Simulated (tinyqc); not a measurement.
# Density and mobility of a removed layer (differential Hall)

Question. For layers in parallel the sheet conductance g = 1/Rs and the product g mu_H (mu_H signed, unit Hall factors) are additive. Find the sheet density and mobility of the layer that was removed, and its share of the conductance.

Constants: q = 1.602176634e-19 C. Results are converted to the units shown.

Rs before and after removing the top layer (ohm/square): 6769.5326  8741.6093
apparent mobility before and after, signed (cm^2/(V s)): 111.68547  51

Answer. The differences give g1 = q n mu and g1 mu = q n mu^2; their ratio is mu and g1^2/(q g1 mu) is n.

sheet density = 6.500e11 cm^-2
mobility = 320.0 cm^2/(V s)
share of the conductance = 22.56 %

Program tinyqc, `OMP_NUM_THREADS=1 python tinyqc.py 2850111 2850112 out.jsonl`; Intel Xeon 2.30GHz, shared host, one thread, about 0.01 s.
